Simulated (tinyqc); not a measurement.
Worked calculation: Hubbard ring of 4 sites. Computed by tinyqc, a small Python program that keeps every step. Settings: hopping = 1.87, U = 4.3, mixing = 1, iteration cap = 64. Command: `OMP_NUM_THREADS=1 python tinyqc.py 22386 22387 out.jsonl` (the two numbers bound the seeds that draw the settings). One thread of a shared host (Intel(R) Xeon(R) Processor @ 2.60GHz), about 0.2 s of CPU time with the checks. Later iterations appear only in the table of the cycle.

## Mean-field iteration 1

one-body matrix (hopping and site energies) (eV), lower triangle:
```
          1         2         3        4
1   0.00000
2  -1.87000   0.00000
3   0.00000  -1.87000   0.00000
4  -1.87000   0.00000  -1.87000  0.00000
```

U = 4.30000 eV

electrons, up and down: 2  2

mixing = 1

n(up) at the start (a guess, not normalised): 1 0.80000, 2 0.20000, 3 0.80000, 4 0.20000

n(down) at the start (a guess): 1 0.20000, 2 0.80000, 3 0.20000, 4 0.80000

H(up) = T + U n(down), H(down) = T + U n(up); fill the lowest levels; n(new) = n + mixing (n(out) - n); E = tr T (rho up + rho down) + U sum n_up n_down of the output.

levels, up (eV): -1.80622  0.86000  3.44000  6.10622

levels, down (eV): -1.80622  0.86000  3.44000  6.10622

energy = -4.66153 eV

n(up) after iteration 1: 1 0.83152, 2 0.16848, 3 0.83152, 4 0.16848

n(down) after iteration 1: 1 0.16848, 2 0.83152, 3 0.16848, 4 0.83152

## Mean-field iteration 2

As before.

levels, up (eV): -1.85246  0.72448  3.57552  6.15246

levels, down (eV): -1.85246  0.72448  3.57552  6.15246

energy = -4.66661 eV

n(up) after iteration 2: 1 0.83904, 2 0.16096, 3 0.83904, 4 0.16096

n(down) after iteration 2: 1 0.16096, 2 0.83904, 3 0.16096, 4 0.83904

## Convergence

Each step fills the lowest levels of T + U n(other spin) and sets n(new) = n + mixing (n(out) - n); stop when output and input agree to 1e-8.

Course of the cycle:
```
iteration      E (eV)  largest |n(out) - n(in)|  mean |n_up - n_down|
1          -4.6615312                  3.15e-02               0.66303
2          -4.6666067                  7.52e-03               0.67808
3          -4.6668874                  1.76e-03               0.68159
4          -4.6669026                  4.08e-04               0.68241
5          -4.6669034                  9.46e-05               0.68260
6          -4.6669035                  2.19e-05               0.68264
7          -4.6669035                  5.09e-06               0.68265
8          -4.6669035                  1.18e-06               0.68266
9          -4.6669035                  2.74e-07               0.68266
10         -4.6669035                  6.34e-08               0.68266
11         -4.6669035                  1.47e-08               0.68266
12         -4.6669035                  3.41e-09               0.68266
```

local moments n_up - n_down: 1 0.68266, 2 -0.68266, 3 0.68266, 4 -0.68266

Converged in 12 iterations. Before convergence this energy mixes input and output and is not variational, so it may rise towards its limit.

## Exact diagonalisation (36 states)

Lowest levels of the sector, and the double occupancy of the lowest state.

lowest levels (eV): -5.04420  -4.72324  -3.36457  -2.41004  -2.16394  -2.16394

double occupancy per site = 0.10555

The mean-field solution above lies 0.3773 eV above the exact energy.

## The lowest level by Lanczos steps

From a random start vector (not printed): a_j = <q_j|H|q_j>, b_j = norm of the remainder after orthogonalising; the Ritz value is the lowest eigenvalue of the tridiagonal matrix of a and b so far.

Lanczos:
```
j   a_j (eV)  b_j (eV)  lowest Ritz value (eV)
1    2.11272   4.46613               2.1127222
2    3.28727   5.90600              -1.8045780
3    4.30449   4.78266              -4.0868538
4    5.74953   4.18681              -4.7250369
5    4.20172   4.33775              -4.8825117
6    3.98750   5.17891              -4.9420055
7    4.99027   3.34044              -4.9821314
8    2.84426   5.04034              -4.9943482
9    4.82242   5.67154              -5.0034308
10   4.40846   3.51622              -5.0170117
```
